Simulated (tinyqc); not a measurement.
Inside a calculation (part 1 of 2). Method: RKS/LDA (VWN5) in the sto-3g basis, for BeH2, spin multiplicity 1. Computed by tinyqc, a small Python program that keeps every step (integrals from PySCF). Settings: charge = 0, multiplicity = 1, basis = sto-3g, energy threshold = 1e-09, iteration cap = 90, orthogonalisation = canonical, start = random, DIIS depth = 6, DIIS from iteration = 2, method = RKS, functional = lda,vwn, grid = [10, 50]. Command: `OMP_NUM_THREADS=1 python tinyqc.py 23492 23493 out.jsonl` (the two numbers bound the seeds that draw the settings). One thread of a shared host (Intel(R) Xeon(R) Processor @ 2.60GHz), about 0.6 s of CPU time with the checks. Later iterations appear only in the table of the cycle.

## One-electron integrals

Geometry (angstrom):
```
atom        x         y        z
Be    0.00000   0.00000  0.00000
H     0.00000   1.57200  0.02900
H     0.00000  -1.57200  0.02900
```

Basis sto-3g: exponents (1/bohr^2) and contraction coefficients of normalised primitives:
```
element  l (shell)  exponent  coefficient
Be           s (1)  30.16787      0.15433
Be           s (1)   5.49512      0.53533
Be           s (1)   1.48719      0.44463
Be           s (2)   1.31483     -0.09997
Be           s (2)   0.30554      0.39951
Be           s (2)   0.09937      0.70012
Be           p (3)   1.31483      0.15592
Be           p (3)   0.30554      0.60768
Be           p (3)   0.09937      0.39196
H            s (1)   3.42525      0.15433
H            s (1)   0.62391      0.53533
H            s (1)   0.16886      0.44463
```

Overlap, kinetic and nuclear-attraction integrals over the contracted functions; the nuclear repulsion is the sum of Za Zb / Rab.

nuclear repulsion = 2.8608690 hartree

overlap S, lower triangle:
```
          1Be 1s   1Be 2s  1Be 2px   1Be 2py  1Be 2pz    2H 1s    3H 1s
1Be 1s   1.00000
1Be 2s   0.25952  1.00000
1Be 2px  0.00000  0.00000  1.00000
1Be 2py  0.00000  0.00000  0.00000   1.00000
1Be 2pz  0.00000  0.00000  0.00000   0.00000  1.00000
2H 1s    0.04173  0.36988  0.00000   0.45311  0.00836  1.00000
3H 1s    0.04173  0.36988  0.00000  -0.45311  0.00836  0.01341  1.00000
```

kinetic energy T (hartree), lower triangle:
```
           1Be 1s   1Be 2s  1Be 2px   1Be 2py  1Be 2pz     2H 1s    3H 1s
1Be 1s    6.69397
1Be 2s   -0.03301  0.21111
1Be 2px   0.00000  0.00000  0.66059
1Be 2py   0.00000  0.00000  0.00000   0.66059
1Be 2pz   0.00000  0.00000  0.00000   0.00000  0.66059
2H 1s    -0.01164  0.03824  0.00000   0.12384  0.00228   0.76003
3H 1s    -0.01164  0.03824  0.00000  -0.12384  0.00228  -0.00546  0.76003
```

nuclear attraction V (hartree), lower triangle:
```
            1Be 1s    1Be 2s   1Be 2px   1Be 2py   1Be 2pz     2H 1s     3H 1s
1Be 1s   -15.23423
1Be 2s    -2.07394  -2.96390
1Be 2px    0.00000   0.00000  -2.88474
1Be 2py    0.00000   0.00000   0.00000  -3.06658
1Be 2pz   -0.00048  -0.00449   0.00000   0.00000  -2.88480
2H 1s     -0.33180  -1.00441   0.00000  -1.19848  -0.02247  -2.73723
3H 1s     -0.33180  -1.00441   0.00000   1.19848  -0.02247  -0.04379  -2.73723
```

core Hamiltonian H = T + V (hartree), lower triangle:
```
           1Be 1s    1Be 2s   1Be 2px   1Be 2py   1Be 2pz     2H 1s     3H 1s
1Be 1s   -8.54026
1Be 2s   -2.10695  -2.75279
1Be 2px   0.00000   0.00000  -2.22415
1Be 2py   0.00000   0.00000   0.00000  -2.40599
1Be 2pz  -0.00048  -0.00449   0.00000   0.00000  -2.22421
2H 1s    -0.34345  -0.96617   0.00000  -1.07464  -0.02019  -1.97720
3H 1s    -0.34345  -0.96617   0.00000   1.07464  -0.02019  -0.04925  -1.97720
```

## Two-electron integrals

Functions are numbered as in S; the eight-fold symmetry (ij|kl) = (ji|kl) = (kl|ij) leaves the list below.

Two-electron integrals (ij|kl) in chemists' order, unique and non-zero (hartree):
```
(11|11) 2.29883     (21|11) 0.39204     (21|21) 0.07954     (22|11) 0.57099
(22|21) 0.14304     (22|22) 0.41768     (31|31) 0.01461     (32|31) 0.02189
(32|32) 0.09226     (33|11) 0.56958     (33|21) 0.14308     (33|22) 0.41759
(33|33) 0.44986     (41|41) 0.01461     (42|41) 0.02189     (42|42) 0.09226
(43|43) 0.02425     (44|11) 0.56958     (44|21) 0.14308     (44|22) 0.41759
(44|33) 0.40136     (44|44) 0.44986     (51|51) 0.01461     (52|51) 0.02189
(52|52) 0.09226     (53|53) 0.02425     (54|54) 0.02425     (55|11) 0.56958
(55|21) 0.14308     (55|22) 0.41759     (55|33) 0.40136     (55|44) 0.40136
(55|55) 0.44986     (61|11) 0.06222     (61|21) 0.01262     (61|22) 0.02289
(61|33) 0.02273     (61|41) 0.00111     (61|42) 0.00210     (61|44) 0.02321
(61|51) 2.05e-05    (61|52) 3.88e-05    (61|54) 8.85e-06    (61|55) 0.02273
(61|61) 0.00210     (62|11) 0.16610     (62|21) 0.04230     (62|22) 0.13660
(62|33) 0.13125     (62|41) 0.00550     (62|42) 0.03517     (62|44) 0.14719
(62|51) 0.00010     (62|52) 0.00065     (62|54) 0.00029     (62|55) 0.13125
(62|61) 0.00742     (62|62) 0.06938     (63|31) 0.00368     (63|32) 0.01771
(63|43) 0.00592     (63|53) 0.00011     (63|63) 0.00596     (64|11) 0.18402
(64|21) 0.04740     (64|22) 0.16030     (64|33) 0.15083     (64|41) 0.00885
(64|42) 0.05443     (64|44) 0.17906     (64|51) 0.00010     (64|52) 0.00068
(64|54) 0.00041     (64|55) 0.15084     (64|61) 0.00865     (64|62) 0.09213
(64|64) 0.12566     (65|11) 0.00339     (65|21) 0.00087     (65|22) 0.00296
(65|33) 0.00278     (65|41) 0.00010     (65|42) 0.00068     (65|44) 0.00308
(65|51) 0.00368     (65|52) 0.01772     (65|54) 0.00593     (65|55) 0.00300
(65|61) 0.00016     (65|62) 0.00170     (65|64) 0.00221     (65|65) 0.00600
(66|11) 0.33537     (66|21) 0.08687     (66|22) 0.31542     (66|33) 0.29295
(66|41) 0.01257     (66|42) 0.10593     (66|44) 0.36005     (66|51) 0.00023
(66|52) 0.00195     (66|54) 0.00124     (66|55) 0.29297     (66|61) 0.01554
(66|62) 0.20786     (66|64) 0.29177     (66|65) 0.00538     (66|66) 0.77461
(71|11) 0.06222     (71|21) 0.01262     (71|22) 0.02289     (71|33) 0.02273
(71|41) -0.00111    (71|42) -0.00210    (71|44) 0.02321     (71|51) 2.05e-05
(71|52) 3.88e-05    (71|54) -8.85e-06   (71|55) 0.02273     (71|61) 0.00192
(71|62) 0.00627     (71|64) 0.00680     (71|65) 0.00014     (71|66) 0.01278
(71|71) 0.00210     (72|11) 0.16610     (72|21) 0.04230     (72|22) 0.13660
(72|33) 0.13125     (72|41) -0.00550    (72|42) -0.03517    (72|44) 0.14719
(72|51) 0.00010     (72|52) 0.00065     (72|54) -0.00029    (72|55) 0.13125
(72|61) 0.00627     (72|62) 0.03424     (72|64) 0.03717     (72|65) 0.00083
(72|66) 0.07515     (72|71) 0.00742     (72|72) 0.06938     (73|31) 0.00368
(73|32) 0.01771     (73|43) -0.00592    (73|53) 0.00011     (73|63) 0.00224
(73|73) 0.00596     (74|11) -0.18402    (74|21) -0.04740    (74|22) -0.16030
(74|33) -0.15083    (74|41) 0.00885     (74|42) 0.05443     (74|44) -0.17906
(74|51) -0.00010    (74|52) -0.00068    (74|54) 0.00041     (74|55) -0.15084
(74|61) -0.00680    (74|62) -0.03717    (74|64) -0.03939    (74|65) -0.00089
(74|66) -0.08142    (74|71) -0.00865    (74|72) -0.09213    (74|74) 0.12566
(75|11) 0.00339     (75|21) 0.00087     (75|22) 0.00296     (75|33) 0.00278
(75|41) -0.00010    (75|42) -0.00068    (75|44) 0.00308     (75|51) 0.00368
(75|52) 0.01772     (75|54) -0.00593    (75|55) 0.00300     (75|61) 0.00014
(75|62) 0.00083     (75|64) 0.00089     (75|65) 0.00226     (75|66) 0.00186
(75|71) 0.00016     (75|72) 0.00170     (75|74) -0.00221    (75|75) 0.00600
(76|11) 0.00830     (76|21) 0.00205     (76|22) 0.00583     (76|33) 0.00575
(76|44) 0.00598     (76|51) 1.05e-05    (76|52) 0.00005     (76|55) 0.00575
(76|61) 0.00033     (76|62) 0.00195     (76|64) 0.00232     (76|65) 0.00005
(76|66) 0.00461     (76|71) 0.00033     (76|72) 0.00195     (76|74) -0.00232
(76|75) 0.00005     (76|76) 0.00008     (77|11) 0.33537     (77|21) 0.08687
(77|22) 0.31542     (77|33) 0.29295     (77|41) -0.01257    (77|42) -0.10593
(77|44) 0.36005     (77|51) 0.00023     (77|52) 0.00195     (77|54) -0.00124
(77|55) 0.29297     (77|61) 0.01278     (77|62) 0.07515     (77|64) 0.08142
(77|65) 0.00186     (77|66) 0.16831     (77|71) 0.01554     (77|72) 0.20786
(77|74) -0.29177    (77|75) 0.00538     (77|76) 0.00461     (77|77) 0.77461
```

## Orthogonalisation

S = U s U^T; canonical form X = U s^(-1/2), so that X^T S X = 1. Each column of U has its largest component positive (the first on a tie).

eigenvalues of S: 0.35247  0.44328  0.95518  1.00000  1.00061  1.61434  1.63412

X:
```
                1         2         3        4         5        6         7
1Be 1s    0.00000  -0.40505   0.91100  0.00000  -0.10397  0.27685   0.00000
1Be 2s    0.00000   1.08606  -0.05565  0.00000  -0.01197  0.54189   0.00000
1Be 2px   0.00000   0.00000   0.00000  1.00000   0.00000  0.00000   0.00000
1Be 2py   1.18479   0.00000   0.00000  0.00000   0.00000  0.00000   0.55604
1Be 2pz   0.00000   0.02028   0.11795  0.00000   0.99286  0.00960   0.00000
2H 1s    -0.84659  -0.67524  -0.31622  0.00000   0.03646  0.35289   0.38908
3H 1s     0.84659  -0.67524  -0.31622  0.00000   0.03646  0.35289  -0.38908
```

## Starting guess

The start is random orthonormal orbitals; D = 2 C_occ C_occ^T.

D at the start, lower triangle:
```
           1Be 1s    1Be 2s  1Be 2px   1Be 2py   1Be 2pz    2H 1s    3H 1s
1Be 1s    0.73611
1Be 2s   -0.47700   1.28493
1Be 2px   0.54946  -0.08117  0.70346
1Be 2py   0.01004   1.27957  0.19755   1.83247
1Be 2pz   0.60529  -0.66521  0.19614  -0.20891   0.72212
2H 1s     0.42472  -0.97069  0.66573  -1.34520   0.09283  2.11446
3H 1s    -0.27448   0.13639  0.04691  -0.26857  -0.43227  0.53579  0.42564
```

## Iteration 1: exchange-correlation on the grid

Becke grid with 10 radial and 50 angular points per atom, points of zero weight dropped. rho = sum D_ij phi_i phi_j; V_xc,ij = sum w v_xc phi_i phi_j; v_xc is d(rho eps)/d rho.

The 8 grid points with the largest w rho, of 1492 (bohr, atomic units):
```
x               y         z        w      rho    eps_xc      v_xc
0.00000   1.30970  -1.30970  0.92689  0.08500  -0.37692  -0.49250
1.06936   1.06936  -1.06936  0.89243  0.08004  -0.37005  -0.48346
1.30970   1.30970   0.00000  0.92216  0.07552  -0.36351  -0.47485
-1.06936  1.06936  -1.06936  0.89243  0.07290  -0.35961  -0.46971
-0.55846  0.55846  -1.67537  0.86538  0.07345  -0.36043  -0.47080
0.55846   0.55846  -1.67537  0.86538  0.07032  -0.35566  -0.46453
-1.30970  0.00000  -1.30970  0.96932  0.05717  -0.33385  -0.43584
0.55846   1.67537  -0.55846  0.67510  0.08035  -0.37049  -0.48404
```

electrons on the grid, sum of w rho = 6.01265

E_xc = sum of w rho eps_xc = -2.2100230 hartree

V_xc (hartree), lower triangle:
```
           1Be 1s    1Be 2s   1Be 2px   1Be 2py   1Be 2pz     2H 1s     3H 1s
1Be 1s   -1.02812
1Be 2s   -0.17249  -0.35290
1Be 2px  -0.01198  -0.01021  -0.33735
1Be 2py  -0.01203  -0.03406  -0.00896  -0.38439
1Be 2pz  -0.00274   0.03652  -0.00858  -0.00196  -0.33166
2H 1s    -0.02878  -0.14569  -0.00462  -0.18657   0.00299  -0.46881
3H 1s    -0.02665  -0.12428   0.00032   0.15335   0.00493  -0.00526  -0.37319
```

## Iteration 1: building the Kohn-Sham matrix

J_ij = sum D_kl (ij|kl); F = H + J + V_xc; E = tr D H + tr D J / 2 + E_xc + E_nn.

Coulomb J (hartree), lower triangle:
```
           1Be 1s    1Be 2s  1Be 2px   1Be 2py   1Be 2pz    2H 1s    3H 1s
1Be 1s    4.11134
1Be 2s    0.91608   2.42029
1Be 2px   0.01774   0.03431  2.37256
1Be 2py   0.03844   0.16556  0.01691   2.51057
1Be 2pz  -0.01370  -0.10579  0.00967  -0.00378   2.37336
2H 1s     0.15048   0.92631  0.01170   1.14954  -0.00171  2.51099
3H 1s     0.14325   0.77485  0.00241  -0.91190  -0.00396  0.03435  1.91059
```

Kohn-Sham matrix F (hartree), lower triangle:
```
           1Be 1s    1Be 2s   1Be 2px   1Be 2py   1Be 2pz     2H 1s     3H 1s
1Be 1s   -5.45704
1Be 2s   -1.36336  -0.68540
1Be 2px   0.00576   0.02410  -0.18894
1Be 2py   0.02641   0.13151   0.00795  -0.27981
1Be 2pz  -0.01692  -0.07376   0.00109  -0.00574  -0.18252
2H 1s    -0.22175  -0.18555   0.00708  -0.11167  -0.01890   0.06498
3H 1s    -0.22685  -0.31560   0.00273   0.31610  -0.01922  -0.02017  -0.43980
```

total energy of this density = -8.0464767 hartree

## Iteration 1: diagonalisation and new density

Diagonalise F' = X^T F X, C = X C', fill 3 alpha and 3 beta electrons from the bottom; D = 2 C_occ C_occ^T. Each column has its largest component positive (the first on a tie).

F' = X^T F X (hartree), lower triangle:
```
          1         2         3         4         5         6         7
1   0.22563
2   0.16359  -0.20590
3   0.07973   0.95256  -4.19586
4   0.00574   0.01724   0.00093  -0.18894
5  -0.01712  -0.16293   0.47714   0.00056  -0.23662
6  -0.03316   0.33443  -1.97763   0.01813   0.18222  -1.36074
7  -0.06999  -0.08182  -0.09011   0.00611   0.00505   0.18105  -0.32224
```

orbital energies (hartree): MO1 -5.45798, MO2 -0.54774, MO3 -0.27338, MO4 -0.18747, MO5 -0.14047, MO6 -0.04530, MO7 0.36768

coefficients C:
```
              MO1       MO2       MO3       MO4       MO5       MO6       MO7
1Be 1s    1.00320  -0.15066  -0.16334  -0.01025   0.11201   0.09055   0.06942
1Be 2s   -0.01393   0.50659   0.71428   0.04833  -0.46175  -0.55075  -0.43647
1Be 2px  -0.00103  -0.02813  -0.21857   0.94457  -0.24259  -0.01004  -0.01639
1Be 2py  -0.00718  -0.37496   0.28914   0.00197  -0.18768   0.85856  -0.84635
1Be 2pz   0.00298   0.11096   0.50241   0.32370   0.78950   0.08051   0.02981
2H 1s     0.00658   0.03396   0.07421   0.00606  -0.13889   0.23741   1.21141
3H 1s     0.00138   0.50132  -0.43721  -0.04930   0.12439   0.99316  -0.32118
```

D after iteration 1, lower triangle:
```
           1Be 1s    1Be 2s   1Be 2px   1Be 2py   1Be 2pz     2H 1s    3H 1s
1Be 1s    2.11155
1Be 2s   -0.41392   1.53405
1Be 2px   0.07780  -0.34071   0.09713
1Be 2py   0.00411   0.03337  -0.10529   0.44850
1Be 2pz  -0.19159   0.83006  -0.22587   0.20729   0.52948
2H 1s    -0.02127   0.14023  -0.03436   0.01735   0.08214   0.01341
3H 1s    -0.00546  -0.11669   0.16291  -0.62879  -0.32806  -0.03082  0.88494
```

## Iteration 2: exchange-correlation on the grid

As before.

The 8 grid points with the largest w rho, of 1492 (bohr, atomic units):
```
x                y        z        w      rho    eps_xc      v_xc
-0.55846   0.55846  1.67537  0.86506  0.06956  -0.35448  -0.46297
-1.30970   0.00000  1.30970  0.96930  0.06137  -0.34116  -0.44545
-1.06936   1.06936  1.06936  0.88979  0.06422  -0.34592  -0.45171
0.00000    1.30970  1.30970  0.91692  0.06166  -0.34165  -0.44610
-0.55846  -0.55846  1.67537  0.86506  0.05990  -0.33864  -0.44214
0.00000   -1.30970  1.30970  0.91692  0.05089  -0.32218  -0.42050
0.55846    0.55846  1.67537  0.86506  0.05353  -0.32720  -0.42709
-1.06936  -1.06936  1.06936  0.88979  0.05042  -0.32127  -0.41930
```

electrons on the grid, sum of w rho = 6.04485

E_xc = sum of w rho eps_xc = -3.4064093 hartree

V_xc (hartree), lower triangle:
```
           1Be 1s    1Be 2s   1Be 2px   1Be 2py   1Be 2pz     2H 1s     3H 1s
1Be 1s   -1.44504
1Be 2s   -0.21616  -0.32875
1Be 2px   0.00334   0.02289  -0.30526
1Be 2py   0.00177   0.02566   0.00767  -0.36153
1Be 2pz  -0.00833  -0.05771   0.00372  -0.01565  -0.31088
2H 1s    -0.03437  -0.10345   0.00580  -0.12119  -0.01591  -0.24394
3H 1s    -0.03481  -0.14150   0.00218   0.18237  -0.00934  -0.00504  -0.44981
```

## Iteration 2: building the Kohn-Sham matrix

As before.

Coulomb J (hartree), lower triangle:
```
           1Be 1s    1Be 2s   1Be 2px   1Be 2py  1Be 2pz    2H 1s    3H 1s
1Be 1s    6.55923
1Be 2s    1.27527   2.67085
1Be 2px  -0.01170  -0.05491   2.62239
1Be 2py  -0.01733  -0.13398  -0.00744   2.73675
1Be 2pz   0.02927   0.13873  -0.01093   0.01349  2.64328
2H 1s     0.20171   0.80700  -0.01247   0.92123  0.04742  1.78720
3H 1s     0.20547   0.96612  -0.00851  -1.17304  0.04358  0.03831  2.48647
```

Kohn-Sham matrix F (hartree), lower triangle:
```
           1Be 1s    1Be 2s   1Be 2px   1Be 2py  1Be 2pz     2H 1s    3H 1s
1Be 1s   -3.42607
1Be 2s   -1.04784  -0.41068
1Be 2px  -0.00835  -0.03202   0.09298
1Be 2py  -0.01556  -0.10832   0.00022  -0.03078
1Be 2pz   0.02045   0.07653  -0.00720  -0.00217  0.10818
2H 1s    -0.17610  -0.26262  -0.00667  -0.27461  0.01132  -0.43394
3H 1s    -0.17279  -0.14155  -0.00633   0.08397  0.01405  -0.01598  0.05946
```

total energy of this density = -14.8528472 hartree

## Iteration 2: diagonalisation and new density

As before.

F' = X^T F X (hartree), lower triangle:
```
          1         2         3         4         5         6         7
1   0.43064
2  -0.15129   0.09441
3  -0.07350   0.44266  -2.58924
4   0.00056  -0.02276  -0.00257   0.09298
5   0.00867   0.00512   0.32922  -0.00637   0.06520
6   0.04937   0.26407  -1.30510  -0.02432   0.21824  -0.96986
7   0.09604   0.08861   0.09087  -0.00001  -0.01080  -0.16609  -0.21652
```

orbital energies (hartree): MO1 -3.43496, MO2 -0.45197, MO3 -0.07210, MO4 0.08000, MO5 0.09016, MO6 0.18461, MO7 0.51185

coefficients C:
```
              MO1       MO2       MO3       MO4       MO5       MO6       MO7
1Be 1s    0.98444  -0.10235  -0.22172   0.09385  -0.00455  -0.18944   0.08932
1Be 2s    0.05794   0.17906   0.69261  -0.44648   0.02445   0.76803  -0.41410
1Be 2px   0.00281   0.01873   0.11684  -0.19157   0.94423  -0.23919   0.02257
1Be 2py   0.00781   0.18585  -0.19869  -0.43196   0.02821   0.47922   1.10535
1Be 2pz  -0.00670  -0.04282  -0.28362   0.65551   0.32618   0.61473  -0.06240
2H 1s    -0.01188   0.82966  -0.24106   0.48275  -0.03359  -0.61361  -0.43891
3H 1s    -0.00694   0.02194   0.40585   0.47226  -0.03295  -0.20868   1.05688
```

D after iteration 2, lower triangle:
```
           1Be 1s    1Be 2s   1Be 2px   1Be 2py   1Be 2pz     2H 1s    3H 1s
1Be 1s    2.05751
1Be 2s   -0.22971   1.03024
1Be 2px  -0.05011   0.16887   0.02802
1Be 2py   0.06545  -0.20776  -0.03942   0.14815
1Be 2pz   0.12133  -0.40898  -0.06792   0.09668   0.16464
2H 1s    -0.08631  -0.03818  -0.02532   0.40398   0.06584   1.49316
3H 1s    -0.19812   0.56924   0.09562  -0.15323  -0.23200  -0.15909  0.33048
```

## Iteration 10 (converged): orbitals

converged F (hartree), lower triangle:
```
           1Be 1s    1Be 2s  1Be 2px   1Be 2py   1Be 2pz     2H 1s     3H 1s
1Be 1s   -3.63868
1Be 2s   -1.09234  -0.48471
1Be 2px   0.00000   0.00000  0.01104
1Be 2py   0.00000   0.00000  0.00000  -0.07323
1Be 2pz   0.00023  -0.00021  0.00000   0.00000   0.01101
2H 1s    -0.18135  -0.20567  0.00000  -0.17190  -0.00305  -0.13298
3H 1s    -0.18135  -0.20567  0.00000   0.17190  -0.00305  -0.01693  -0.13298
```

As before.

F' = X^T F X (hartree), lower triangle:
```
         1         2         3        4         5         6         7
1  0.42054
2  0.00000   0.06068
3  0.00000   0.50556  -2.74539
4  0.00000   0.00000   0.00000  0.01104
5  0.00000  -0.05725   0.33206  0.00000  -0.02904
6  0.00000   0.21805  -1.39857  0.00000   0.17035  -1.01454
7  0.03156   0.00000   0.00000  0.00000   0.00000   0.00000  -0.20654
```

orbital energies (hartree): MO1 -3.64585, MO2 -0.24367, MO3 -0.20812, MO4 0.01090, MO5 0.01104, MO6 0.15034, MO7 0.42212

coefficients C:
```
              MO1       MO2       MO3       MO4      MO5       MO6       MO7
1Be 1s    0.98626  -0.23377   0.00000   0.00966  0.00000  -0.23235   0.00000
1Be 2s    0.05180   0.65065   0.00000  -0.03854  0.00000   1.02416   0.00000
1Be 2px   0.00000   0.00000   0.00000   0.00000  1.00000   0.00000   0.00000
1Be 2py   0.00000   0.00000   0.49593   0.00000  0.00000   0.00000   1.21118
1Be 2pz   0.00007   0.00364   0.00000   0.99913  0.00000   0.04386   0.00000
2H 1s    -0.00857   0.36239   0.43104   0.01983  0.00000  -0.74163  -0.82601
3H 1s    -0.00857   0.36239  -0.43104   0.01983  0.00000  -0.74163   0.82601
```

D after iteration 10, lower triangle:
```
           1Be 1s   1Be 2s  1Be 2px   1Be 2py  1Be 2pz     2H 1s    3H 1s
1Be 1s    2.05473
1Be 2s   -0.20202  0.85206
1Be 2px   0.00000  0.00000  0.00000
1Be 2py   0.00000  0.00000  0.00000   0.49189
1Be 2pz  -0.00157  0.00474  0.00000   0.00000  0.00003
2H 1s    -0.18634  0.47069  0.00000   0.42753  0.00264   0.63440
3H 1s    -0.18634  0.47069  0.00000  -0.42753  0.00264  -0.10879  0.63440
```
